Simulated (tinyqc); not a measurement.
Spin coating of a resist or spin-on film: centrifugal thinning, evaporation and the final thickness (Emslie and Meyerhofer models): one step, computed by the program tinyqc.

A Newtonian film stays uniform over the wafer; solvent and solids have the same density and the concentration is uniform through the thickness.

Problem. First explicit step of the full model. omega = 2 pi f/60; nu(c) = nu_s + k c^gamma; evaporation rate e = e0 sqrt(f/1000 rpm). Solids s and liquid l per area start at s = c0 h0, l = (1 - c0) h0. With h = h0 and c = c0: Q = K h^3, K = 2 omega^2/(3 nu); one Euler step of length dt = 0.01 h0/Q for s and l, ds/dt = -c Q, dl/dt = -(1 - c) Q - e.

Inputs (values chosen for the exercise, of the order of those of a polymer resist in an ester solvent): solids volume fraction c0 = 0.056; starting thickness h0 = 100 micrometre.

flow constant K = 0.02005974 1/(micrometre^2 s)

evaporation rate e = 0.62 micrometre/s

Give: Q; dt; s; l; Q/e at the start.

Solution.

Q = 20060 micrometre/s

dt = 4.9851e-05 s

s = 5.544 micrometre

l = 93.456 micrometre

Q/e at the start = 32354
